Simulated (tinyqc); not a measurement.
Inside a calculation. Model: deep trap from a strong local potential in a two-band host (Koster-Slater model with semi-elliptic bands). Computed by tinyqc, a small Python program that keeps every step. Command: `OMP_NUM_THREADS=1 python tinyqc.py 3001628 3001629 out.jsonl deeptrap walk`. One thread of a shared host (Intel(R) Xeon(R) Processor @ 2.30GHz), about 0.03 s of CPU time with the checks. Intermediate numbers are printed to about 5 digits and carried at full precision; extremes and crossings named in words are read from the listed rows.

The valence band spans -2 W_v to 0 and the conduction band E_g to E_g + 2 W_c. The orbital at the impurity site has weight f_v in the valence band and 1 - f_v in the conduction band, each spread as a semi-ellipse (2/(pi W^2)) sqrt(W^2 - x^2) about the band centre. The impurity adds U to this orbital. Spin is left out.

Inputs (values chosen for the exercise, for a model semiconductor): gap E_g = 0.661 eV; half-width of the valence band W_v = 2.4 eV; half-width of the conduction band W_c = 4 eV; valence weight f_v of the site orbital = 0.47; impurity potential U = 17.7 eV; levels per band n = 4; trial energy E = 0.135 eV.

Impurity: repulsive, acceptor-like.

## Green function at the trial energy

In the gap G(E) = f_v (2/W_v^2)[x - sqrt(x^2 - W_v^2)] - (1 - f_v)(2/W_c^2)[y - sqrt(y^2 - W_c^2)], x = E + W_v, y = E_g + W_c - E. The potential that would put a level at E is U = 1/G(E).

valence part = 0.28049 1/eV

conduction part = -0.15955 1/eV

G(E) = 0.12094 1/eV

potential needed = 8.2682 eV

## Thresholds and the vacancy level

G falls across the gap from G(0) to G(E_g). A repulsive U binds if U > 1/G(0), an attractive one if U < 1/G(E_g); the vacancy level (U infinite) solves G(E) = 0 (bisection).

G(0) = 0.24139 1/eV

G(E_g) = -0.075519 1/eV

repulsive threshold = 4.1427 eV

attractive threshold = -13.242 eV

vacancy level = 0.52550 eV

## The trap level

The trap level solves G(E) = 1/U (bisection). With D = -dG/dE = D_v + D_c, D_v = f_v (2/W_v^2)[x/sqrt(x^2 - W_v^2) - 1] and D_c = (1 - f_v)(2/W_c^2)[y/sqrt(y^2 - W_c^2) - 1], the weight on the impurity orbital is 1/(U^2 D) and the conduction-band character is D_c/D.

trap level E_t = 0.32921 eV

weight on the impurity orbital = 0.011164

conduction-band character = 0.37198

depth below the conduction band = 0.33179 eV

The level comes up from the valence band and has covered 63 % of the way to the vacancy level, which it can never pass; 99 % of the state lies on host orbitals.

## The same problem as a small matrix

Each band is replaced by n levels e_k = centre + W cos(k pi/(n + 1)) with weights w_k = f (2/(n + 1)) sin^2(k pi/(n + 1)), k = 1..n (valence first); H_kl = e_k delta_kl + U sqrt(w_k w_l).

host levels e_k (eV): [-0.4584, -1.6584, -3.1416, -4.3416, 7.8971, 5.8971, 3.4249, 1.4249]

weights w_k: [0.06495, 0.17005, 0.17005, 0.06495, 0.07324, 0.19176, 0.19176, 0.07324]

H (eV):
```
[[0.6913, 1.8602, 1.8602, 1.1497, 1.2208, 1.9754, 1.9754, 1.2208],
 [1.8602, 1.3515, 3.0098, 1.8602, 1.9754, 3.1962, 3.1962, 1.9754],
 [1.8602, 3.0098, -0.1318, 1.8602, 1.9754, 3.1962, 3.1962, 1.9754],
 [1.1497, 1.8602, 1.8602, -3.1920, 1.2208, 1.9754, 1.9754, 1.2208],
 [1.2208, 1.9754, 1.9754, 1.2208, 9.1935, 2.0977, 2.0977, 1.2964],
 [1.9754, 3.1962, 3.1962, 1.9754, 2.0977, 9.2911, 3.3941, 2.0977],
 [1.9754, 3.1962, 3.1962, 1.9754, 2.0977, 3.3941, 6.8190, 2.0977],
 [1.2208, 1.9754, 1.9754, 1.2208, 1.2964, 2.0977, 2.0977, 2.7214]]
```

## Levels of the small matrix

Diagonalise H (2n rows). The trap level, between the highest valence and the lowest conduction e_k, is number n + 1 from below for an attractive impurity and number n for a repulsive one.

levels (eV): [-4.167, -2.595, -0.896, 0.335, 1.975, 4.705, 7.474, 19.912]

trap level of the matrix = 0.33524 eV

It misses the Green-function level by +0.0060 eV. The lone level at 19.91 eV is the split-off partner, which holds a large part of the impurity orbital.

## Chemical trend: level against potential

U is 1.05, 1.2, 1.5, 2, 3, 5, 10 and 30 times the threshold, rounded to three digits; the largest values are formal and only show the vacancy limit.

Trend:
```
U (eV)  E_t (eV)  weight on the impurity  conduction character  E_t - vacancy level (eV)
4.35     0.00105                0.009774               0.01163                  -0.52445
4.97     0.01345                0.027949               0.04409                  -0.51205
6.21     0.05712                0.038957               0.10150                  -0.46838
8.29     0.13576                0.034830               0.18054                  -0.38974
12.40    0.24809                0.020740               0.28895                  -0.27741
20.70    0.35809                0.008291               0.40322                  -0.16741
41.40    0.44415                0.002055               0.50371                  -0.08135
124.00   0.49938                0.000216               0.57652                  -0.02613
```

dE_t/dU equals the weight on the impurity, which peaks at 0.039 (U = 6.21 eV) and falls to 2.2e-4 in the last row, so beyond the peak each further eV of potential moves the level less. The level nears the vacancy level, 0.526 eV, as 1/U: it is 0.081 eV away at 10 times the threshold and 0.026 eV at 30 times, and the state is then host-like.

## Opening the gap, as alloying or pressure does

The conduction band is shifted rigidly; widths, weights and U stay.

Against the gap:
```
E_g (eV)  E_t (eV)  depth below E_c (eV)  conduction character
0.331      0.19850               0.13250               0.42931
0.430      0.23976               0.19024               0.40573
0.529      0.27905               0.24995               0.38884
0.595      0.30441               0.29059               0.37980
0.661      0.32921               0.33179               0.37198
0.760      0.36552               0.39448               0.36193
0.859      0.40092               0.45808               0.35335
1.060      0.47044               0.58956               0.33897
```

As the conduction band moves up by 0.729 eV the level follows by 0.272 eV, a mean slope of 0.37; the local slope is the conduction character. A shallow donor would follow with slope 1 and a shallow acceptor with slope 0.

Checks made by the program: closed form against a 4000-point quadrature of the densities of states (relative difference below 1e-10); 200 levels per band against the Green function (relative difference below 1e-10).
